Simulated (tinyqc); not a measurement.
Decay of LO phonons and the hot-phonon bottleneck in the cooling of electrons: one step, computed by the program tinyqc.

n(E, T) = 1/(exp(E/(k_B T)) - 1) is the Bose occupation. Electrons have a temperature T_e; the LO modes within their reach share one occupation N; the decay products stay at the lattice temperature.

Task: Electron and phonon temperatures in closed form. Net emission per electron: [(N + 1) x - N]/tau_sp with x = exp(-hbar omega/(k_B T_e)), a simple two-level balance; steady state of the modes: n [(N + 1) x - N]/tau_sp = N_m (N - N_0)/tau; power per electron P = hbar omega [(N + 1) x - N]/tau_sp. With p = P tau_sp/(hbar omega): N = N_0 + r p and x = (p + N)/(N + 1); without hot phonons N = N_0. The mode temperature T_LO solves n(hbar omega, T_LO) = N.

Inputs (values chosen for the exercise, modelled on indium arsenide): LO energy hbar omega = 30.9 meV; lattice temperature T = 150 K; power supplied per electron P = 8.2 nW.

Decay channel: two unequal phonons (Ridley).

emission time tau_sp = 274.4884 fs

equilibrium LO occupation N_0 = 0.1008137

bottleneck ratio r = 0.1193539

Constants: e = 1.602176634e-19 C; k_B = 8.617333262e-05 eV/K.

Give: reduced power p; LO occupation N; electron temperature T_e; T_e without hot phonons; mode temperature T_LO.

Result:

reduced power p = 0.4546

LO occupation N = 0.1551

electron temperature T_e = 561.2 K

T_e without hot phonons = 524.2 K

mode temperature T_LO = 178.6 K
